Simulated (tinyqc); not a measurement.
# Ideality from Voc and Vmp

Problem. An ideal cell J = Jsc - J0 (exp(V/(n Vt)) - 1) has exp((Voc - Vmp)/(n Vt)) = 1 + Vmp/(n Vt) at maximum power. Find n, J0 and FF.

Inputs (values chosen for the exercise):
- T = 273 K (temperature)

Constants: q = 1.602176634e-19 C, kB = 1.380649e-23 J/K, Vt = kB T/q. Results are converted to the units shown.

Jsc = 23.4 mA/cm^2
Voc = 1.1781880 V
Vmp = 1.0797199 V

Solution. With a = n Vt, a ln(1 + Vmp/a) rises steadily with a, so Voc - Vmp fixes it; J0 follows from Voc.

n = 1.120
J0 = 8.900e-22 A/cm^2
FF = 0.8946

Program tinyqc, `OMP_NUM_THREADS=1 python tinyqc.py 2280134 2280135 out.jsonl`; Intel Xeon 2.30GHz, shared host, one thread, about 0.01 s.
